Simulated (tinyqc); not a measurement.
An offset iteration that does not settle: band offset of a heterojunction with an interface dipole (two-band chains, self-consistent charge).

Sites alternate A, C. Left: A at -G1/2, C at +G1/2, hopping -t1; right: A at D - G2/2, C at D + G2/2, hopping -t2; the bonds across the two interfaces of a ring (C left to A right, C right to A left) have -sqrt(t1 t2). D is the offset of the mid-gaps, so Ev(right) - Ev(left) = D - (G2 - G1)/2 and Ec(right) - Ec(left) = D + (G2 - G1)/2. The closing bond has its sign reversed (antiperiodic ring). Half the levels are filled with two electrons each. The charge moved is q = (electrons on the left) less one a site; the mean over the two interfaces, q/2, is taken as the charge that crosses each, and its dipole opposes the offset: D = D0 - u q/2.

From here on the ring has 24 cells a side.

Parameters, chosen for this exercise (gaps near those of Si and Ge; the chains and D0 are free models, so the offsets are not those of the real pair; not measured data):
```
symbol  value  unit  meaning
G1      1.09   eV    gap on the left
G2      0.67   eV    gap on the right
t1      2.22   eV    hopping on the left
t2      1.8    eV    hopping on the right
D0      -0.36  eV    mid-gap of the right side above that of the left, without dipole
u       6.3    eV    potential step per electron moved across
mx      1            mixing
```

Start at D = D0; D(out) = D0 - u q(D)/2; D(new) = D + mx (D(out) - D); stop when |D(out) - D| < 1e-7 eV, after 60 steps, or above 50 eV.

Iterations:
```
i    D (eV)         q  D(out) (eV)  D(out) - D
0  -0.36000  -0.22494      0.34858       0.709
1   0.34858   0.21744     -1.04492       -1.39
2  -1.04492  -2.25980      6.75837        7.80
3   6.75837  30.69519    -97.04984        -104
```

Can the last value be used, and what is the cause?

No: the swings grow until D enters the broken-gap range, where whole electrons cross, and the run is stopped at i = 3; the sign of D(out) - D alternates. Near the solution the error is multiplied by 1 - mx (1 + u chi/2) a step, with chi = dq/dD = 0.6141 1/eV, that is -1.93. A rerun with mx = 0.34, near 1/(1 + u chi/2), converges in 3 steps to D = -0.1232 eV.

(tinyqc, `OMP_NUM_THREADS=1 python tinyqc.py 1481653 1481654 out.jsonl`, Intel(R) Xeon(R) Processor @ 2.30GHz, 1 thread, shared host, about 0.5 s.)
